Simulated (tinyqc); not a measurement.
# Charge pumping in an n-channel transistor: effect of temperature

The gate is pulsed from accumulation to inversion and back. Energies E are counted from the intrinsic level; Dit(E) = D0 [1 + b (2 E/Eg)^2]. During each edge the traps near the bands emit their carriers, and those between Eh and Ee recombine once a cycle.

Nc and Nv are given at 300 K and scale as T^1.5, vth as T^0.5; Eg and the cross-sections are held. ni = sqrt(Nc Nv) exp(-Eg/(2 Vt)), Eg in volts; emission times te = (dV/Va) tf and th = (dV/Va) tr; Ee = -Vt ln(vth sn ni te), Eh = +Vt ln(vth sp ni th). Nit = integral of Dit from Eh to Ee = D0 [Ee - Eh + 4 b (Ee^3 - Eh^3)/(3 Eg^2)], Qcp = q A Nit, Icp = f Qcp.

Parameters, values chosen for the exercise; band and dielectric values close to those of silicon:
- Eg = 1.11 eV (band gap)
- Nc = 2.78e19 cm^-3 (conduction-band density of states at 300 K)
- Nv = 2.67e19 cm^-3 (valence-band density of states at 300 K)
- A = 0.69 um^2 (gate area)
- D0 = 1.3e11 cm^-2 eV^-1 (trap density at midgap)
- b = 0 (rise of the trap density towards the band edges)
- sn = 1.3e-15 cm^2 (cross-section for electrons)
- sp = 2e-15 cm^2 (cross-section for holes)
- vth = 1.3e7 cm/s (thermal velocity at 300 K, one nominal value for electrons and holes)
- dV = 0.95 V (Vth - Vfb)
- Va = 3.2 V (pulse height)
- f = 2e5 Hz (frequency)
- tr = 210 ns (rise time)
- tf = 440 ns (fall time)

Constants: q = 1.602176634e-19 C, kB = 1.380649e-23 J/K, Vt = kB T/q. Results are converted to the units shown.

Effect of temperature:

| T (K) | Ee (eV) | Eh (eV) | Nit (cm^-2) | Icp (pA) |
|---|---|---|---|---|
| 180 | 0.4002 | -0.4049 | 1.047e11 | 23.14 |
| 220 | 0.3581 | -0.3640 | 9.388e10 | 20.76 |
| 260 | 0.3149 | -0.3218 | 8.276e10 | 18.30 |
| 300 | 0.2705 | -0.2785 | 7.137e10 | 15.78 |
| 340 | 0.2252 | -0.2343 | 5.974e10 | 13.21 |
| 380 | 0.1792 | -0.1893 | 4.790e10 | 10.59 |
| 420 | 0.1324 | -0.1435 | 3.587e10 | 7.930 |

What does the table show?

The window Ee - Eh shrinks from 0.805 to 0.276 eV, since emission is faster when hot, and Icp falls from 23.1 to 7.93 pA.

Range of the model: The Fermi levels of inversion and accumulation are taken to lie beyond Ee and Eh, the flat tops to fill all traps, and no geometric current is added.

tinyqc, about 0.01 s, one thread, Intel Xeon 2.30GHz (shared host): `OMP_NUM_THREADS=1 python tinyqc.py 2030006 2030007 out.jsonl`
